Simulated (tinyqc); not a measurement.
Direct against trap-assisted paths: tunnelling through a thin dielectric with one trap, as a tight-binding chain.

Hopping -t everywhere, t = c/(m a^2), c = hbar^2/2m0; lead sites at 2t (band bottom 0), barrier sites 1 to N at 2t + phi, and site j has U besides. No voltage. Leads give S = -t exp(ika) on sites 1 and N, cos(ka) = 1 - E/(2t). T = (2 t sin(ka))^2 |G_1N|^2, G = (E - H - S)^-1. In the barrier cosh(q a) = 1 + (phi - E)/(2t).

Resonance: the lowest eigenvalue of H + S(E), iterated until its real part equals E (40 rounds from Eb = phi + 2t - sqrt(4t^2 + U^2), the level in an endless barrier). With v the normalised squared amplitudes of that state, Gamma_L = 2 t sin(ka) v_1, Gamma_R = 2 t sin(ka) v_N; Breit-Wigner T = Gamma_L Gamma_R/((E - Er)^2 + (Gamma_L + Gamma_R)^2/4).

Constants: hbar^2/2m0 = 3.80998211 eV angstrom^2.

Inputs chosen for the exercise (barrier and mass of the size used for Si3N4 on silicon; shifted at random, so the results belong to these values and not to a real crystal): a = 2.5 angstrom (site spacing); m = 0.45 m0 (mass, the same in leads and barrier); phi = 2.21 eV (conduction edge of the barrier above that of the leads); U = -3.17 eV (extra energy on the trap site).

N odd, the trap in the middle, j = (N + 1)/2. Direct T is that without trap at the energy Er; area = 2 pi Gamma_L Gamma_R/(Gamma_L + Gamma_R). The exponents are the slopes of the logarithms between the last two rows, per angstrom.

Against thickness:
```
N   N a (angstrom)  Er (eV)  direct T  area (meV)
5             12.5   0.7431  0.000180         102
7             17.5   0.7486  3.41e-06        14.0
9             22.5   0.7492  6.34e-08        1.91
13            32.5   0.7493  2.19e-11      0.0354
15            37.5   0.7493  4.06e-13     0.00482
17            42.5   0.7493  7.53e-15    0.000657
```

Give the missing row, N = 11, N a (angstrom) = 27.5.

Computed row:
```
N   N a (angstrom)  Er (eV)  direct T  area (meV)
11            27.5   0.7493  1.18e-09       0.260
```

exponents (1/angstrom): direct 0.7973, through the trap 0.3987

The direct path falls as exp(-0.797 d) and the path through a central trap as exp(-0.399 d), 2.00 times more slowly, since each step crosses half the layer. From 5 to 17 sites the first loses 10.4 decades and the second 5.2: in thicker layers even few traps rule the leakage. Inelastic capture with phonons is left out.

Run: tinyqc, `OMP_NUM_THREADS=1 python tinyqc.py 1481098 1481099 out.jsonl`; Intel(R) Xeon(R) Processor @ 2.30GHz, one thread, shared host; about 0.1 s of CPU time with all checks.
